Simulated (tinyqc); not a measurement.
What each parameter does: optical transitions of a finite quantum well.

Each carrier sees a square well of width L with its own depth V and masses m (inside), mb (outside); c = hbar^2/2m0, k = sqrt(m E/c), kappa = sqrt(mb (V - E)/c), and level n solves k L + 2 atan[(k/m)/(kappa/mb)] = n pi. The envelope is cos(kz) for odd n and sin(kz) for even n inside, joins exp(-kappa (|z| - L/2)) outside, and is normalised to 1. Excitons and band mixing are left out.

Constants: hbar^2/2m0 = 3.80998211 eV angstrom^2; hc = 1239.841984 eV nm.

Parameters, chosen for this exercise (near those of a GaAs well in AlGaAs; not measured data):
- L = 88 angstrom (well width)
- Eg = 1.541 eV (gap of the well)
- Vc = 0.259 eV (conduction offset)
- Vv = 0.136 eV (valence offset)
- me = 0.0657 m0 (electron, well)
- meb = 0.0936 m0 (electron, barrier)
- mh = 0.359 m0 (heavy hole along z, well)
- mhb = 0.414 m0 (heavy hole, barrier)
- ml = 0.0891 m0 (light hole along z, well)
- mlb = 0.1086 m0 (light hole, barrier)

Edge wavelength hc/(Eg + e1 + hh1), squared overlap of e1 and hh1, and the confinement energies.

Results for these values:
```
case  edge (nm)  overlap^2  e1 (meV)  hh1 (meV)
base      781.0     0.9834      37.3        9.1
```

What happens to each result for Vc = 0.298 eV, all else kept?

Answer: edge falls from 781.0 to 780.3; overlap^2 rises from 0.9834 to 0.9879; e1 rises from 37.3 to 38.8; hh1 does not change at the printed digits.

The same for each parameter in turn:
```
case             edge (nm)  overlap^2  e1 (meV)  hh1 (meV)
base                 781.0     0.9834      37.3        9.1
L = 79 angstrom      777.2     0.9809      43.3       10.9
Eg = 1.572 eV        766.1     0.9834      37.3        9.1
Vc = 0.298 eV        780.3     0.9879      38.8        9.1
Vv = 0.163 eV        780.9     0.9790      37.3        9.4
me = 0.0723 m0       781.9     0.9871      35.6        9.1
mh = 0.413 m0        781.4     0.9787      37.3        8.3
meb = 0.1123 m0      781.9     0.9823      35.6        9.1
```

Run: tinyqc, `OMP_NUM_THREADS=1 python tinyqc.py 1282347 1282348 out.jsonl`; Intel(R) Xeon(R) Processor @ 2.30GHz, one thread, shared host; about 0.1 s of CPU time with all checks.
